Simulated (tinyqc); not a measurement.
# Double-gate transistor, scale length and short-channel effects: several studies

A body of thickness ts between two insulators of thickness ti and two tied gates. Below threshold the potential that source and drain add obeys Laplace's equation and vanishes on the gate. Its lowest mode decays along the channel as exp(-k y); k is the smallest positive root of the matching condition at the interface, and the scale length is Lambda = pi/k.

Inputs (values chosen for the exercise); permittivities: semiconductor made up, insulator close to that of zirconium oxide:

| symbol | value | unit | meaning |
|---|---|---|---|
| T | 400 | K | temperature |
| eps_r | 19.7 |  | relative permittivity of the semiconductor |
| ei | 24.2 |  | relative permittivity of the insulator |
| ti | 5.6 | nm | insulator thickness |
| ts | 7.1 | nm | body thickness |
| L | 36 | nm | channel length |
| Vbi | 0.97 | V | potential of the source |
| sT | 0.69 | V | potential of the barrier top at threshold |
| Vds | 0.5 | V | drain voltage |

Constants: q = 1.602176634e-19 C, kB = 1.380649e-23 J/K, Vt = kB T/q. Results are converted to the units shown.

Each table varies one quantity; the others keep the values above.

## Effect of the channel length

k is the smallest positive root of f(k) = ei cos(k ti) cos(k ts/2) - eps_r sin(k ti) sin(k ts/2). Along the channel psi(y) = s + a exp(y/l) + b exp(-y/l) with psi(0) = Vbi, psi(L) = Vbi + Vds and l = 1/k = Lambda/pi; with A = Vbi - s, B = A + Vds, x = exp(-L/l): a = (B - A x) x/(1 - x^2), b = (A - B x)/(1 - x^2). The minimum is s + 2 sqrt(a b), at y = (l/2) ln(b/a). The long-channel potential follows the gate as s = sT + (Vg - VTL)/m, and the threshold VT is the gate voltage at which the minimum equals sT. Swing = m Vt ln 10/g at threshold, g = d(minimum)/ds = 1 - (b x + a)/((1 + x) sqrt(a b)). DIBL = [VT(0.05 V) - VT(Vds)]/(Vds - 0.05 V). sT and Vbi are held fixed; m = 1.

The same in every row: Lambda (nm) = 17.250.

Results:

| L (nm) | L/Lambda | VT - VTL at Vds = 0.05 V (mV) | VT - VTL at Vds (mV) | DIBL (mV/V) | swing (mV/decade) |
|---|---|---|---|---|---|
| 19 | 1.1014 | -159.34 | -253.16 | 208.48 | 125.09 |
| 23 | 1.3333 | -97.438 | -153.62 | 124.86 | 107.54 |
| 32 | 1.8550 | -36.896 | -57.448 | 45.671 | 90.164 |
| 38 | 2.2029 | -20.366 | -31.553 | 24.860 | 85.356 |
| 46 | 2.6666 | -9.5069 | -14.672 | 11.479 | 82.174 |
| 55 | 3.1884 | -4.1176 | -6.3414 | 4.9417 | 80.586 |
| 65 | 3.7681 | -1.6432 | -2.5280 | 1.9663 | 79.855 |
| 78 | 4.5217 | -0.50113 | -0.77061 | 0.59884 | 79.517 |

Estimate the missing row, L = 27 nm.

Computed row:

| L (nm) | L/Lambda | VT - VTL at Vds = 0.05 V (mV) | VT - VTL at Vds (mV) | DIBL (mV/V) | swing (mV/decade) |
|---|---|---|---|---|---|
| 27 | 1.5652 | -62.231 | -97.489 | 78.353 | 97.471 |

With this row back in the table: From L = 19 to 78 nm, DIBL falls from 208 to 0.599 mV/V and the swing falls from 125 to 79.5 mV a decade (long-channel value 79.4). Between the last two rows the threshold shift at Vds decays with a length of 10.9 nm, against 2 Lambda/pi = 11.0 nm for a shift that goes as exp(-pi L/(2 Lambda)). DIBL first drops below 100 mV/V at L = 27 nm among the rows, L/Lambda = 1.6. For L = 19 to 23 nm L is under 1.5 Lambda, where higher modes, left out of the one-mode potential, count.

## A higher permittivity at fixed equivalent oxide thickness

Same model as above.

The equivalent oxide thickness 3.9 ti/ei is held at 0.9 nm, so ti = 0.9 ei/3.9 nm.

Result of one run:

| ei | ti (nm) | Lambda (nm) | L/Lambda | DIBL (mV/V) | swing (mV/decade) |
|---|---|---|---|---|---|
| 7.5 | 1.731 | 14.50 | 2.482 | 15.56 | 83.15 |

What becomes of these results when the relative permittivity of the insulator ei is changed from 7.5 to 25, all else the same?

Result of the changed run:

| ei | ti (nm) | Lambda (nm) | L/Lambda | DIBL (mV/V) | swing (mV/decade) |
|---|---|---|---|---|---|
| 25 | 5.769 | 17.42 | 2.066 | 31.46 | 86.90 |

The whole series:

| ei | ti (nm) | Lambda (nm) | L/Lambda | DIBL (mV/V) | swing (mV/decade) |
|---|---|---|---|---|---|
| 3.9 | 0.9000 | 14.31 | 2.517 | 14.69 | 82.95 |
| 5 | 1.154 | 14.35 | 2.508 | 14.89 | 82.99 |
| 7.5 | 1.731 | 14.50 | 2.482 | 15.56 | 83.15 |
| 10 | 2.308 | 14.72 | 2.446 | 16.52 | 83.38 |
| 15 | 3.462 | 15.35 | 2.345 | 19.54 | 84.10 |
| 20 | 4.615 | 16.25 | 2.215 | 24.36 | 85.24 |
| 25 | 5.769 | 17.42 | 2.066 | 31.46 | 86.90 |
| 35 | 8.077 | 20.44 | 1.761 | 54.15 | 92.09 |

As ei goes from 3.9 to 35, Lambda rises from 14.3 to 20.4 nm, DIBL rises from 14.7 to 54.2 mV/V and the swing rises from 82.9 to 92.1 mV a decade. The ratio ei/ti is the same in every row, yet the insulator grows from 0.900 to 8.08 nm, and drain fields reach the channel sideways through it.

## Effect of the body thickness

Same model as above.

Effect of the body thickness:

| ts (nm) | Lambda (nm) | L/Lambda | VT - VTL at Vds (mV) | DIBL (mV/V) | swing (mV/decade) |
|---|---|---|---|---|---|
| 2.8 | 13.507 | 2.6654 | -14.702 | 11.502 | 82.179 |
| 3.5 | 14.098 | 2.5536 | -17.642 | 13.820 | 82.737 |
| 4.4 | 14.869 | 2.4212 | -21.929 | 17.210 | 83.547 |
| 5.5 | 15.827 | 2.2746 | -27.975 | 22.010 | 84.685 |
| 6.9 | 17.071 | 2.1089 | -36.995 | 29.208 | 86.373 |
| 8.5 | 18.521 | 1.9437 | -49.164 | 38.981 | 88.634 |
| 11 | 20.838 | 1.7276 | -72.179 | 57.634 | 92.868 |

As ts goes from 2.8 to 11 nm, Lambda rises from 13.5 to 20.8 nm, DIBL rises from 11.5 to 57.6 mV/V and the swing rises from 82.2 to 92.9 mV a decade. On average Lambda goes as ts^(0.32). For ts = 2.8 to 3.5 nm the semiconductor is under 4 nm thick, where quantum confinement shifts the threshold.

Program tinyqc, `OMP_NUM_THREADS=1 python tinyqc.py 2420173 2420174 out.jsonl`; Intel Xeon 2.30GHz, shared host, one thread, about 0.01 s.
